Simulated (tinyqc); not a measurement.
Inside a calculation. Method: lattice vibrations of a chain. One step of it, computed by the program tinyqc.

Task: Dynamical matrix at q = 0.4. q is in units of 2 pi/a. A spring k from atom i to atom j, n cells on, adds k to Phi_ii and Phi_jj, -k exp(2 pi i q n) to Phi_ij and the conjugate to Phi_ji (for one atom a cell: 2k (1 - cos 2 pi q n)); D_ij = Phi_ij / sqrt(m_i m_j).

A chain moving along its axis:
```
atom   mass (u)  spring to the next atom (eV/angstrom^2)
1     52.100000                                24.800000
2     16.900000                                25.700000
3     99.300000                                22.600000
4     91.700000                                 5.100000
```

Give: D(q).

Result:

D(q) (eV/(angstrom^2 u)), lower triangle (Hermitian):
```
                1        2        3       4
1          0.5739
2         -0.8358   2.9882
3          0.0000  -0.6274   0.4864
4  0.0597-0.0434i   0.0000  -0.2368  0.3021
```
